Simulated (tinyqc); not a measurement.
Along the channel and with depth: stress in a transistor channel from embedded alloy regions, liners and fins, by half-space elasticity. Computed by tinyqc, a small Python program. Command: `OMP_NUM_THREADS=1 python tinyqc.py 3019998 3019999 out.jsonl stressor walk`. One thread of a shared host (Intel(R) Xeon(R) Processor @ 2.30GHz), about 0.01 s of CPU time with the checks.

Plane strain in an isotropic half-space, the same constants everywhere; x along the channel from its centre, y downwards from the free surface; stress is positive in tension.

Inputs (values chosen for the exercise, modelled on silicon):
```
quantity                          value  unit
alloy fraction x                   0.32     -
lattice change per unit x, beta  0.0426     -
Young's modulus E                   168   GPa
Poisson ratio nu                   0.24     -
channel length L                    100    nm
length of each stressor S           135    nm
recess depth d                       20    nm
depth of the field point y          2.6    nm
```

Stressor: Si(1-x)Ge(x) source and drain.

Method. Misfit e = beta x. A fully constrained inclusion holds the stress -p with p = E e/(1 - 2 nu); a blanket film would hold -E e/(1 - nu) in the plane. A line element dA of misfit at (a, c) in the half-space gives, with C = E e/(2 pi (1 - nu)), X = x - a, r1^2 = X^2 + (y - c)^2, r2^2 = X^2 + Y^2, Y = y + c: s_xx = -C dA {[X^2 - (y - c)^2]/r1^4 + 3 [X^2 - Y^2]/r2^4 + 4 y Y (Y^2 - 3 X^2)/r2^6}, s_yy = C dA {[X^2 - (y - c)^2]/r1^4 - [X^2 - Y^2]/r2^4 + 4 y Y (Y^2 - 3 X^2)/r2^6}. These are integrated over two rectangles, L/2 < |a| < L/2 + S, 0 < c < d (closed form in a, 200 Gauss-Legendre points in c).

misfit e = 0.013632

Stress (MPa):
```
2x/L  s_xx at y  s_yy at y  s_xx at d/2  s_xx at 1.5 d
0.0     -1014.1    -2.8746       -870.5        -376.97
0.2     -1053.1    -3.2935       -886.8        -362.91
0.4     -1178.7    -4.6750       -930.9        -320.82
0.6     -1411.5    -6.7283       -980.6        -253.46
0.8     -1711.3     0.6316      -1010.4        -150.19
```

Near the surface s_xx changes by +69 % from the centre to 2x/L = 0.8. At the centre, s_xx at half the recess depth is 0.86 of its value at y, and below the recess 0.37. An element acts with the sign of X^2 - (y - c)^2, so its direct term reverses where the offset in depth exceeds the lateral distance, and the image terms that amplify the stress near the surface fade with depth.
